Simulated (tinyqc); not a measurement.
Trading HF for NH4F at fixed fluoride: speciation in dilute and buffered hydrofluoric acid, oxide etch rate and bath loading. Computed by tinyqc, a small Python program. Command: `OMP_NUM_THREADS=1 python tinyqc.py 3120508 3120509 out.jsonl hfetch walk`. One thread of a shared host (Intel(R) Xeon(R) Processor @ 2.30GHz), about 0.01 s of CPU time with the checks.

Concentrations stand for activities, NH4+ and Cl- are spectators, and water ionisation is neglected. H, F and HF2 denote the ions H+, F- and HF2-. The base temperature is 298 K.

Inputs (values chosen for the exercise, of the order of those for thermal oxide at room temperature): HF added = 0.031 mol/L; NH4F added = 0.015 mol/L; K1 = [H][F]/[HF] = 0.000649 mol/L; K2 = [HF2]/([HF][F]) = 3.85 L/mol; K3 = [H2F2]/[HF]^2 = 0 L/mol; rate constant of neutral HF k_a = 9.9 nm L/(min mol); rate constant of HF2 k_b = 63 nm L/(min mol).

Method:
- Fluoride balance: [HF] + [F] + 2 [HF2] + 2 [H2F2] = HF added + NH4F added. Acid balance: [H] + [HF] + [HF2] + 2 [H2F2] = HF added + HCl added. For a trial [H], [HF] = [H][F]/K1, and the fluoride balance is a quadratic in [F].
- Rate = k_a ([HF] + 2 [H2F2]) + k_b [HF2], an empirical two-term form.
- Total fluoride is held at HF + NH4F added, without HCl; x is the share added as HF.

Against x:
```
x         pH  [F] (mol/L)  [HF] (mol/L)  [HF2] (mol/L)  rate (nm/min)
0.05  4.5362     0.043404      0.001946      0.0003251        0.03975
0.15  3.9985     0.038326      0.005925      0.0008743        0.11374
0.30  3.5964     0.031009      0.012102      0.0014448        0.21083
0.40  3.3952     0.026345      0.016340      0.0016574        0.26618
0.50  3.2128     0.021874      0.020648      0.0017389        0.31397
0.60  3.0362     0.017625      0.024985      0.0016953        0.35415
0.75  2.7634     0.011800      0.031351      0.0014243        0.40011
0.90  2.4661     0.007020      0.036981      0.0009994        0.42908
1.00  2.2629     0.004733      0.039815      0.0007256        0.43988
```

[HF2] is largest at x = 0.5 and the rate at x = 1 among these rows; HF2 needs both HF and F.

Extremes, crossings and ranges named in words are read from the listed rows.
